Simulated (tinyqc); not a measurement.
# MOSFET in the linear regime without short-channel effects, parameter extraction from computed curves: effects of single changes

Inversion charge Q = Cox n Vt W0(exp((Vg - VT)/(n Vt))), W0 the Lambert function and n = nf; u = Q/Cox; mobility mu = mu0/(1 + th1 u + th2 u^2); channel resistance Rch = (L - dL)/(W mu Q); Id = Vd/(Rch + Rsd/W). Cox = eps0 eox/tox. Small Vd, no channel-length or drain effects.

Values chosen for this exercise; channel values of the order met in silicon transistors: temperature T = 77 K; relative permittivity of the gate insulator (close to silicon dioxide) eox = 3.9; insulator thickness tox = 1.9 nm; low-field mobility mu0 = 130 cm^2/(V s); first mobility attenuation factor th1 = 0.07 1/V; second mobility attenuation factor th2 = 0 1/V^2; threshold voltage VT = 0.22 V; body factor nf = 1.43; gate width W = 1 um; drawn gate length L = 0.85 um; drawn less effective length dL = 0.003 um; source plus drain resistance Rsd = 500 ohm um; drain voltage Vd = 0.02 V.

Constants: q = 1.602176634e-19 C, kB = 1.380649e-23 J/K, Vt = kB T/q, eps0 = 8.8541878128e-14 F/cm where lengths are in cm. Results are converted to the units shown.

Each table varies one quantity; the others keep the values above.

## Extraction methods against the source plus drain resistance

From the continuous curve Id(Vg): tangent at peak gm (V_ext = Vg - Id/gm); constant current Id = 0.1 uA W/L; peak of d2Id/dVg2; Y = Id/sqrt(gm) drawn through Vg = VT + 0.6 and VT + 0.8 V, with intercept VT_Y and slope s. Mobilities gm,max L/(W Cox Vd) and s^2 L/(W Cox Vd) with the drawn L. Last column: share of Rsd/W in the total resistance at VT + 0.8 V.

Extraction methods against the source plus drain resistance:
columns A: Rsd (ohm um); B: V_ext (V); C: constant current (V); D: second derivative (V); E: VT_Y (V); F: mobility from gm (cm^2/(V s)); G: mobility from Y (cm^2/(V s)); H: series share (%)
```
A         B      C      D      E    F    G      H
0     0.237  0.249  0.218  0.246  121  127      0
50    0.236  0.249  0.218  0.246  121  127  0.994
100   0.235  0.249  0.218  0.246  120  127   1.97
200   0.234  0.249  0.218  0.246  119  127   3.86
400   0.232  0.249  0.218  0.246  116  127   7.44
800   0.230  0.249  0.218  0.246  113  127   13.8
1500  0.228  0.249  0.218  0.246  108  127   23.2
```

What does the table show?

The model has VT = 0.22 V and mu0 = 130 cm^2/(V s). Over the table the extracted thresholds move by 9.5 mV (tangent), under 0.5 mV (constant current), under 0.5 mV (second derivative), under 0.5 mV (Y function). The mobility from gm falls from 121 to 108 and that from Y stays near 127 cm^2/(V s). Y cancels the series resistance, which multiplies Id and sqrt(gm) by the same factor.

## Extraction methods against the first mobility attenuation factor

Same model as above.

Extraction methods against the first mobility attenuation factor:
columns A: th1 (1/V); B: V_ext (V); C: constant current (V); D: second derivative (V); E: VT_Y (V); F: mobility from gm (cm^2/(V s)); G: mobility from Y (cm^2/(V s)); H: series share (%)
```
A        B      C      D      E     F    G     H
0    0.234  0.249  0.218  0.246   118  127  9.57
0.2  0.229  0.249  0.218  0.246   112  127  8.41
0.4  0.227  0.249  0.218  0.246   107  127  7.51
0.6  0.225  0.249  0.217  0.246   104  127  6.78
0.8  0.224  0.249  0.217  0.246   101  127  6.18
1    0.223  0.249  0.217  0.246  98.7  127  5.67
1.2  0.222  0.250  0.217  0.246  96.5  127  5.25
```

Read the table: what changes, and by how much?

The model has VT = 0.22 V and mu0 = 130 cm^2/(V s). Over the table the extracted thresholds move by 11 mV (tangent), 0.79 mV (constant current), 0.50 mV (second derivative), under 0.5 mV (Y function). The mobility from gm falls from 118 to 96.5 and that from Y stays near 127 cm^2/(V s).

Numbers from tinyqc (`OMP_NUM_THREADS=1 python tinyqc.py 2210156 2210157 out.jsonl`; about 0.01 s on one thread of a shared Intel Xeon 2.30GHz).
